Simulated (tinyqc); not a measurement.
From mu/mu_0 back to electric field F: hot carriers by balance equations with a heated Maxwellian. Computed by tinyqc, a small Python program. Command: `OMP_NUM_THREADS=1 python tinyqc.py 3018274 3018275 out.jsonl hot inv`. One thread of a shared host (Intel(R) Xeon(R) Processor @ 2.30GHz), about 0.1 s of CPU time with the checks.

The carriers follow a Maxwellian at an electron temperature T_e, slightly displaced; the drift energy is neglected against k_B T_e. The balance averages the rate, not the time, so mu_0 lies below the relaxation-time value.

Inputs (values chosen for the exercise, for a model non-polar semiconductor): effective mass m = 0.2 m_0; density rho = 6230 kg/m^3; sound velocity v_l = 4070 m/s; acoustic deformation potential D_A = 6 eV; phonon energy hbar w = 24.2 meV; optical or intervalley deformation potential D_o = 6 1e8 eV/cm; final valleys Z_f = 1; lattice temperature T = 300 K; mixing = 0.3; iteration cap = 300.

Band: parabolic. Solver: damped fixed point.

Constants: k_B = 8.617333262e-05 eV/K; k_B = 1.380649e-23 J/K; e = 1.602176634e-19 C; hbar = 1.054571817e-34 J s; m_0 = 9.1093837015e-31 kg; hbar = 6.582119569e-16 eV s.

Method:
- Parabolic band: E = hbar^2 k^2/(2 m), speed v = hbar k/m, states per spin, volume and energy g(E) = m k/(2 pi^2 hbar^2). Masses are multiplied by m_0 and all formulas are in SI units.
- Phonon occupation N_q = 1/(exp(hbar w/(k_B T)) - 1).
- Acoustic deformation potential (elastic, equipartition, absorption and emission together): 1/tau = 2 pi k_B T D_A^2 g(E)/(hbar rho v_l^2).
- Optical or intervalley deformation potential: 1/tau = (pi Z_f D_o^2/(rho w)) [N_q g(E + hbar w) + (N_q + 1) g(E - hbar w)], with g = 0 below the band edge.
- Averages over the Maxwellian, <y> = int y x^(1/2) exp(-x) dx / int x^(1/2) exp(-x) dx with x = E/(k_B T_e), split at x_0 = hbar w/(k_B T_e): 64 Gauss-Legendre points in sqrt(x) below it and 128 in sqrt(x - x_0) above it, up to x = 32. Momentum balance: mu(T_e) = e/(m nu), nu = <x (sum of rates)>/<x>. Power lost per carrier: P(T_e) = hbar w <emission rate - absorption rate> + <(2 m v_l^2/(k_B T)) (E - 2 k_B T) acoustic rate>.
- Energy relaxation time at weak heating: tau_E = (3/2) k_B / (dP/dT_e), the derivative by a central difference of +/- 0.5 K at T_e = T.
- Fixed point: T_out = T + (T_e - T) e mu(T_e) F^2/P(T_e), T_new = T_e + mixing (T_out - T_e).
- Start at T_e = 1.5 T; stop when T_e moves by less than 1e-6 K or exceeds 1e6 K.
- v = mu(T_e) F; warm-carrier coefficient (mu/mu_0 - 1)/F^2.

Task: A run gave the result below. Find the electric field F, known to lie between 0.43 and 1.4 kV/cm.

mu/mu_0 = 0.8726143

Result:

Each step takes the trial c = (a f_b - b f_a)/(f_b - f_a), f being the result less the target and a, b, c the logarithms of the listed values; c replaces end b, the old b replaces a if the sign of f changed, and otherwise f_a is halved.

Scan of the range:
```
electric field F (kV/cm)   mu/mu_0
0.430                     0.952572
0.523                     0.932799
0.637                     0.906060
0.776                     0.871235
0.945                     0.827696
1.150                     0.775629
1.400                     0.715723
```

False position (Illinois rule, in the logarithm of the input) inside the bracket:
```
step     end a     end b     trial   mu/mu_0
1     0.637000  0.776000  0.769955  0.872779
2     0.776000  0.769955  0.770597  0.872615
3     0.776000  0.770597  0.770603  0.872614
4     0.770597  0.770603  0.770600  0.872614
```

mu/mu_0 falls at every point of a 13-point scan of the range (every second point is shown), so one value fits; it is bracketed by 0.637 and 0.776. Answer: electric field F = 0.7706 kV/cm.
